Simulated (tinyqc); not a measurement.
From results back to parameters: thresholds of impact ionisation and Auger recombination from band masses. Three cases, with inputs chosen for the exercise.

Problem. For parabolic bands the thresholds of impact ionisation are Eg (1 + 2 mu)/(1 + mu) for electrons and Eg (2 + mu)/(1 + mu) for heavy holes, mu = me/mh. Both are given.

Case 1.

thresholds for electrons and holes (eV): 0.452188  0.825812

Case 2.

thresholds for electrons and holes (eV): 1.793486  2.913514

Case 3.

thresholds for electrons and holes (eV): 0.242096  0.462904

Find: Eg; mu.

Solution. The sum is 3 Eg; mu = (E_e - Eg)/(2 Eg - E_e).

Case 1.

Eg = 0.426 eV
mu = 0.0655

Case 2.

Eg = 1.569 eV
mu = 0.1670

Case 3.

Eg = 0.235 eV
mu = 0.0311

Computed by tinyqc, one run a case: `OMP_NUM_THREADS=1 python tinyqc.py N N+1 out.jsonl` with N = 1881090, 1881119, 1881132; one thread of a shared Intel(R) Xeon(R) Processor @ 2.30GHz, about 0.01 s a run at most.
